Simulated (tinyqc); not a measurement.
## The weight eta from points of equal mobility

Question. If the mobility depends on E = q (Ndep + eta Ns)/(eps0 eps_r) alone, two points of equal mobility on its falling branch have equal E. Find eta and E.

Parameters, values chosen for the exercise:
```
symbol  value  unit                                     meaning
eps_r    11.6        relative permittivity of the semiconductor
```

Constants: q = 1.602176634e-19 C, eps0 = 8.8541878128e-14 F/cm where lengths are in cm. Results are converted to the units shown.

Ndep at two body biases (cm^-2): [1.1366290e12, 1.8972952e12]
Ns at which the mobility is the same (cm^-2): [6.5e12, 4.6888901e12]

Answer. eta is the ratio of the differences of Ndep and Ns.

eta = 0.420
E = 0.603 MV/cm

Numbers from tinyqc (`OMP_NUM_THREADS=1 python tinyqc.py 2510101 2510102 out.jsonl`; about 0.01 s on one thread of a shared Intel Xeon 2.30GHz).
